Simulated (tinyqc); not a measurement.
Worked calculation: stepped quantum well by finite differences. Values are carried at full precision from step to step, so a last printed digit may differ when a step is redone from the rounded ones.

Finite differences on points z_i at the centres of cells of width h: H_ii = (c/h^2)(1/m_(i-1/2) + 1/m_(i+1/2)) + V_i, H_(i,i+1) = -(c/h^2)/m_(i+1/2), where m_(i+1/2) is the mean of the masses at the two points (the end values are repeated outwards), psi = 0 on the points beyond both ends, c = hbar^2/2m0. The field adds e F (z - z0) with z0 the middle of the structure; 1 kV/cm = 1e-5 eV/angstrom.

Constants: hbar^2/2m0 = 3.80998211 eV angstrom^2.

Inputs chosen for the exercise (near those of a strained Si well in SiGe; shifted at random, so the results belong to these values and not to a real crystal):
- layers = ((12, 0.177, 0.885), (8, 0, 0.928), (16, 0.071, 0.9108), (12, 0.177, 0.885)) (each layer: thickness in angstrom, band edge in eV, mass in m0)
- F = 0 kV/cm (field along z)
- h = 4 angstrom (cell width of the coarse grid)
- hf = 0.25 angstrom (cell width of the fine grid)

## The coarse grid

List the points, the potential with the field, and the masses.

Grid:
```
i   z (angstrom)  V (eV)  m (m0)
1            2.0  0.1770  0.8850
2            6.0  0.1770  0.8850
3           10.0  0.1770  0.8850
4           14.0  0.0000  0.9280
5           18.0  0.0000  0.9280
6           22.0  0.0710  0.9108
7           26.0  0.0710  0.9108
8           30.0  0.0710  0.9108
9           34.0  0.0710  0.9108
10          38.0  0.1770  0.8850
11          42.0  0.1770  0.8850
12          46.0  0.1770  0.8850
```

## The tridiagonal Hamiltonian

Form the diagonal and the neighbouring elements; V in the grid already includes the field.

diagonal H_ii (eV): 0.7151  0.7151  0.7088  0.5193  0.5156  0.5914  0.5939  0.5939  0.5976  0.7113  0.7151  0.7151

H_(i,i+1) (eV): -0.2691  -0.2691  -0.2627  -0.2566  -0.2590  -0.2614  -0.2614  -0.2614  -0.2652  -0.2691  -0.2691

## Lowest levels on the coarse grid

Diagonalise the symmetric tridiagonal matrix; give the three lowest levels and the weights u_i^2 (sum 1) of the two lowest.

levels (eV): 0.0756  0.1601  0.2687

weights on the points:
```
             1      2      3      4      5      6      7      8      9     10     11     12
level 1  0.002  0.014  0.054  0.191  0.268  0.200  0.137  0.081  0.038  0.011  0.003  0.001
level 2  0.007  0.028  0.069  0.144  0.068  0.000  0.083  0.211  0.226  0.110  0.044  0.010
```

## Halving the cell width

The same with h, h/2, ..., h/32. The end points move with h, since psi vanishes half a cell beyond the structure. Richardson value (4 E(h/32) - E(h/16))/3.

Convergence:
```
cell (angstrom)  points  E1 (eV)  E2 (eV)  E1 - finest (meV)
4.0000               12  0.07562  0.16008             -2.946
2.0000               24  0.07768  0.16496             -0.887
1.0000               48  0.07827  0.16669             -0.291
0.5000               96  0.07846  0.16738             -0.098
0.2500              192  0.07853  0.16767             -0.028
0.1250              384  0.07856  0.16781              0.000
```

Richardson values of E1, E2 (eV): 0.07857  0.16785

The coarse grid is 2.9 meV too low in E1. The last differences between rows shrink by a factor 2.5 (4 for a pure h^2 error, 2 for one linear in h).

## Positions and dipoles on the fine grid

With h sum psi^2 = 1: <z - z0> of three levels, |z_12| and |z_13|, the mass m1 from 1/m1 = <1|1/m|1>, and f_1j = (m1/c)(E_j - E_1) z_1j^2.

levels (eV): 0.0785  0.1677  0.2903

<z - z0> (angstrom): -3.2  2.4  0.6

|z_12|, |z_13| (angstrom): 6.47  1.17

m1 = 0.9155 m0

f_12, f_13: 0.897  0.070

Parity is broken, so the 1-3 transition is allowed, with 0.078 times the strength of 1-2. E2 - E1 = 89.1 meV, a wavelength of 13.9 micrometre (hc = 1239.841984 eV nm). Level 3 lies above the lowest point of the outer barriers, so it is a resonance or a state of the finite grid, and values that rest on it depend on the ends of the grid.

## Checks

- E1 at zero field on the grid h/32 against transfer matrices between the same hard ends, eV: both 0.0786.

(tinyqc, `OMP_NUM_THREADS=1 python tinyqc.py 1281539 1281540 out.jsonl`, Intel(R) Xeon(R) Processor @ 2.30GHz, 1 thread, shared host, about 0.01 s.)
